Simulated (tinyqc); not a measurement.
What moves the results: static screening by free carriers. A value that a table varies takes the place of the one given here.

kF = (3 pi^2 n/Mv)^(1/3), EF = c kF^2/m with c = hbar^2/2m0, n in 1/angstrom^3 (1e-24 per 1/cm^3), e2 = e^2/(4 pi eps0). Thomas-Fermi: qTF^2 = 6 pi e2 n/(eps EF). Debye: qD^2 = 4 pi e2 n/(eps kB T).

F_j(eta) = (1/Gamma(j + 1)) integral_0^infinity x^j dx/(1 + exp(x - eta)), which tends to exp(eta) for eta << 0.

At finite T: qs^2 = qD^2 F_-1/2(eta)/F_1/2(eta), where n = Mv N F_1/2(eta) and N = 2 (m kB T/(4 pi c))^(3/2) with c = hbar^2/2m0, in 1/angstrom^3; times 1e24 for 1/cm^3.

Donor in the screened potential -(e2/eps) exp(-qs r)/r with the trial function exp(-r/a): E(a) = c/(m a^2) - (e2/eps) 4/(a (2 + qs a)^2), e2 = e^2/(4 pi eps0), c = hbar^2/2m0; isotropic mass.

Constants: hbar^2/2m0 = 3.80998211 eV angstrom^2; e^2/(4 pi eps0) = 14.39964547 eV angstrom; kB = 8.617333262e-05 eV/K; a0 (Bohr radius) = 0.5291772105 angstrom.

Values chosen for the exercise (near those of GaAs; shifted at random, so the results belong to these values and not to a real crystal):
```
symbol  value    unit    meaning
m       0.0662   m0      mass of one isotropic valley
Mv      1                valleys
eps     12.7             background dielectric constant
T       77       K
n       2.9e+17  1/cm^3  carrier density
```

## Screening unbinds the donor

All carriers n are taken as free and screen with qs(T); E(a) is minimised over a; a dash marks no bound state. aB = a0 eps/m.

Donor level:
```
n (1/cm^3)  n^(1/3) aB  qs aB  E (meV)   a/aB
8.0e+12          0.020  0.013    -5.44  1.000
6.0e+13          0.040  0.036    -5.19  1.001
3.0e+14          0.068  0.081    -4.73  1.005
1.0e+15          0.102  0.148    -4.10  1.014
3.0e+15          0.146  0.255    -3.21  1.039
7.0e+15          0.194  0.385    -2.30  1.086
2.0e+16          0.276  0.627    -1.04  1.235
4.0e+16          0.347  0.842    -0.32  1.500
```

aB = 101.5 angstrom

What does this show, and why?

The level rises from -5.44 meV at the lowest density to -0.32 meV at 4e+16 1/cm^3, against -5.58 meV unscreened. It stays bound over this range. This trial function loses binding at qs aB = 1 and the exact Yukawa problem at 1.19; the Mott rule of thumb is n^(1/3) aB = 0.26, which the last bound row of this table passes: the rule belongs to low temperature, and thermal carriers screen more weakly.

## From Debye to Thomas-Fermi

Screening lengths (angstrom):
```
n (1/cm^3)    eta  Debye  Thomas-Fermi  finite T
2.0e+14     -5.63   1526         209.9      1527
1.0e+15     -4.01  682.4         160.5     684.6
6.0e+15     -2.19  278.6         119.1     283.8
2.0e+16     -0.90  152.6         97.44     161.9
8.0e+16      0.86  76.30         77.34     93.12
3.0e+17      3.47  39.40         62.05     64.46
1.0e+18      8.20  21.58         50.77     51.09
3.0e+18     17.22  12.46         42.27     42.33
```

What can be read from the table?

Debye is within 5 % of the finite-T length up to 6e+15 1/cm^3 of the densities listed and Thomas-Fermi from 3e+17 on. The length goes as n^-0.50 at the low end and n^-0.17 at the high end, against the limits -1/2 and -1/6. Both limits give too short a length.

## What sets the screening length

All results formed anew. Each row changes one parameter from the base and keeps the others.

Results:
```
case                Debye (angstrom)  Thomas-Fermi (angstrom)  finite T (angstrom)
base                           40.07                    62.40                64.95
n = 5.8e+17 1/cm^3             28.34                    55.59                56.40
m = 0.0861 m0                  40.07                    54.72                58.60
eps = 15.24                    43.90                    68.36                71.15
T = 137 K                      53.45                    62.40                70.38
Mv = 2                         40.07                    49.53                54.68
```

How do the results move?

The largest shifts from the base row, up to three for each result and ties (the steps differ in size, so this ranks the rows, not the parameters). Debye (angstrom): T +13.4, n -11.7, eps +3.82; unchanged at the printed digits by m and Mv. Thomas-Fermi (angstrom): Mv -12.9, m -7.68, n -6.81; unchanged at the printed digits by T. finite T (angstrom): Mv -10.3, n -8.56, m -6.36.

(tinyqc, `OMP_NUM_THREADS=1 python tinyqc.py 1651283 1651284 out.jsonl`, Intel(R) Xeon(R) Processor @ 2.30GHz, 1 thread, shared host, about 0.01 s.)
